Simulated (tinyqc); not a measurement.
Nudged elastic band on a two-dimensional model surface: one step, computed by the program tinyqc. Command: `OMP_NUM_THREADS=1 python tinyqc.py 3003380 3003381 out.jsonl neb walk`. One thread of a shared host (Intel(R) Xeon(R) Processor @ 2.30GHz), about 0.1 s of CPU time with the checks.

V(x, y) = -A (cos kx + cos ky) - B cos kx cos ky + (C sin ky + S sin kx)(1 - cos kx), k = 2 pi/a; the atom hops from the minimum at (0, 0) to that at (a, 0).

Task: Stationary points. Newton steps x(new) = x - H^-1 grad V (moves limited to 0.3 angstrom) from (0, 0), (a, 0) and (a/2, 0) give the two minima and the saddle.

Inputs (values chosen for the exercise, for a model surface):

| quantity | value | unit |
|---|---|---|
| amplitude A | 0.37 | eV |
| amplitude B | 0.073 | eV |
| skew C | 0.09 | eV |
| asymmetry S | -0.032 | eV |
| period a | 3.7 | angstrom |

Surface: adatom on a square lattice. Climbing image: on.

Give: positions; energies; barrier from the start.

Result:

positions (angstrom):
```
            x       y
start   0.000   0.000
end     3.700   0.000
saddle  1.945  -0.318
```

energies (eV): start -0.8130, end -0.8130, saddle 0.0279

barrier from the start = 0.8409 eV
